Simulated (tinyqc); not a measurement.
# True capacitance, leakage and series resistance from two frequencies

Question. A capacitance C in parallel with G and in series with Rs is measured as Cp and D = Gp/(w Cp) at two frequencies. The series reading Cs = Cp (1 + D^2) equals C + G^2/(w^2 C), and Re Z = D/(w Cp (1 + D^2)) = Rs + G/(G^2 + w^2 C^2). Find C, G and Rs.

f (Hz): [1e5, 1e6]
Cp (pF): [299.874385, 299.395603]
D: [3.92283803, 0.432699903]

Answer. w^2 Cs = w^2 C + G^2/C is a straight line in w^2 with slope C; the intercept gives G, and the real part then gives Rs.

C = 309.4 pF
G = 750.0 uS
Rs = 21.00 ohm

Program tinyqc, `OMP_NUM_THREADS=1 python tinyqc.py 2022167 2022168 out.jsonl`; Intel Xeon 2.30GHz, shared host, one thread, about 0.01 s.
